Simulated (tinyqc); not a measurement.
Superjunction drift layer against a plain one, charge balance: one step of the calculation.

Alternating n and p pillars of equal width wp, doping N and length Lp. When depleted, the lateral field peaks at Ex = q N wp/(2 eps0 eps_r) at the pillar junctions and a uniform vertical field Ey is added; breakdown is taken where Ex^2 + Ey^2 = Ef^2. Only the n pillars conduct, narrowed by the zero-bias depletion. A first-order model: the field peaks at the pillar ends are left out.

Task. Design of the pillars. Ex = a Ef gives N = 2 eps0 eps_r a Ef/(q wp); Ey = Ef sqrt(1 - a^2); Lp = BV/Ey; xd = sqrt(eps0 eps_r Vb/(q N)) on each side; Rsp = 2 Lp/(q mu(N) N (1 - 2 xd/wp)). mu(N) = mi + (mx - mi)/(1 + (N/Nr)^0.9).

Inputs (values chosen for the exercise); values close to those of silicon: relative permittivity of the semiconductor eps_r = 11.8; mobility at low doping mx = 1320 cm^2/(V s); mobility at high doping mi = 92.5 cm^2/(V s); reference doping of the mobility Nr = 1.3e17 cm^-3; wanted breakdown voltage BV = 400 V; width of each pillar wp = 1.5 um; critical field inside the pillars Ef = 0.29 MV/cm; lateral peak field as a share of Ef a = 0.74; built-in voltage of the pillar junctions Vb = 0.8 V.

Constants: q = 1.602176634e-19 C, eps0 = 8.8541878128e-14 F/cm where lengths are in cm. Results are converted to the units shown.

Give: N; Ey; Lp; xd; Rsp.

Result.

N = 1.8659e16 cm^-3
Ey = 0.19506 MV/cm
Lp = 20.507 um
xd = 0.16721 um
Rsp = 1.5517 mohm cm^2

The pillars have an aspect ratio of 13.7. Their doping is 31.2 times, and their Rsp 0.0658 times, that of the plain layer.

tinyqc, about 0.01 s, one thread, Intel Xeon 2.30GHz (shared host): `OMP_NUM_THREADS=1 python tinyqc.py 2590146 2590147 out.jsonl`
